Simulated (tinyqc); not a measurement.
Worked calculation: Hueckel theory of the pi electrons with the omega technique, for the molecule BC1=CC(=O)C=CC1=O (SMILES; centres numbered as the heavy atoms are written). One step of it, computed by the program tinyqc.

Task: Orbitals, round 1. Diagonalise; E = alpha + x beta with beta < 0, so the largest x are filled first; degenerate levels share their electrons. P = sum n_i c_ri c_si; each orbital has its largest coefficient positive (the first on a tie).

Hueckel matrix in units of beta (H = alpha + beta A), order 1B, 2C, 3C, 4C, 5O, 6C, 7C, 8C, 9O:
```
[[-1.000000, 0.700000, 0.000000, 0.000000, 0.000000, 0.000000, 0.000000, 0.000000, 0.000000],
 [0.700000, 0.000000, 1.000000, 0.000000, 0.000000, 0.000000, 0.000000, 1.000000, 0.000000],
 [0.000000, 1.000000, 0.000000, 1.000000, 0.000000, 0.000000, 0.000000, 0.000000, 0.000000],
 [0.000000, 0.000000, 1.000000, 0.000000, 1.000000, 1.000000, 0.000000, 0.000000, 0.000000],
 [0.000000, 0.000000, 0.000000, 1.000000, 1.000000, 0.000000, 0.000000, 0.000000, 0.000000],
 [0.000000, 0.000000, 0.000000, 1.000000, 0.000000, 0.000000, 1.000000, 0.000000, 0.000000],
 [0.000000, 0.000000, 0.000000, 0.000000, 0.000000, 1.000000, 0.000000, 1.000000, 0.000000],
 [0.000000, 1.000000, 0.000000, 0.000000, 0.000000, 0.000000, 1.000000, 0.000000, 1.000000],
 [0.000000, 0.000000, 0.000000, 0.000000, 0.000000, 0.000000, 0.000000, 1.000000, 1.000000]]
```

pi electrons, sum of z_r less the charge = 8

Give: x values; occupations; coefficients; charge and bond-order matrix P.

Result:

x values: [2.3197, 1.8651, 1.0817, 1.0000, 0.2815, -0.6797, -1.2221, -1.4564, -2.1897]

occupations: [2.0000, 2.0000, 2.0000, 2.0000, 0.0000, 0.0000, 0.0000, 0.0000, 0.0000]

coefficients, order 1B, 2C, 3C, 4C, 5O, 6C, 7C, 8C, 9O:
```
[[0.0737, -0.0397, 0.1976, 0.0000, 0.1381, 0.6435, -0.3499, 0.5725, -0.2658],
 [0.3493, -0.1626, 0.5876, 0.0000, 0.2528, 0.2944, 0.1110, -0.3732, 0.4518],
 [0.3289, 0.1536, 0.5238, 0.0000, -0.3453, -0.4182, -0.3886, -0.0724, -0.3788],
 [0.4136, 0.4491, -0.0210, 0.0000, -0.3500, -0.0101, 0.3639, 0.4787, 0.3777],
 [0.3134, 0.5191, -0.2571, 0.5000, 0.4872, 0.0060, -0.1637, -0.1949, -0.1184],
 [0.3171, 0.1648, -0.2894, -0.5000, -0.2403, 0.4191, 0.1076, -0.4299, -0.3298],
 [0.3220, -0.1417, -0.2920, -0.5000, 0.2824, -0.2748, -0.4954, 0.1474, 0.3444],
 [0.4298, -0.4290, -0.0265, 0.0000, 0.3198, -0.2323, 0.4978, 0.2153, -0.4244],
 [0.3257, -0.4959, -0.3242, 0.5000, -0.4451, 0.1383, -0.2240, -0.0876, 0.1330]]
```

charge and bond-order matrix P, order 1B, 2C, 3C, 4C, 5O, 6C, 7C, 8C, 9O:
```
[[0.0921, 0.2966, 0.2432, 0.0170, -0.0967, -0.0807, -0.0567, 0.0869, -0.0407],
 [0.2966, 0.9874, 0.7953, 0.1183, -0.2520, -0.1721, -0.0721, 0.4086, 0.0078],
 [0.2432, 0.7953, 0.8122, 0.3880, 0.0963, -0.0439, -0.1376, 0.1232, -0.2778],
 [0.0170, 0.1183, 0.3880, 0.7464, 0.7363, 0.4225, 0.1514, -0.0287, -0.1624],
 [-0.0967, -0.2520, 0.0963, 0.7363, 1.3677, 0.0187, -0.2951, -0.1624, 0.3560],
 [-0.0807, -0.1721, -0.0439, 0.4225, 0.0187, 0.9229, 0.8265, 0.1465, -0.2693],
 [-0.0567, -0.0721, -0.1376, 0.1514, -0.2951, 0.8265, 0.9180, 0.4138, 0.0396],
 [0.0869, 0.4086, 0.1232, -0.0287, -0.1624, 0.1465, 0.4138, 0.7390, 0.7227],
 [-0.0407, 0.0078, -0.2778, -0.1624, 0.3560, -0.2693, 0.0396, 0.7227, 1.4143]]
```
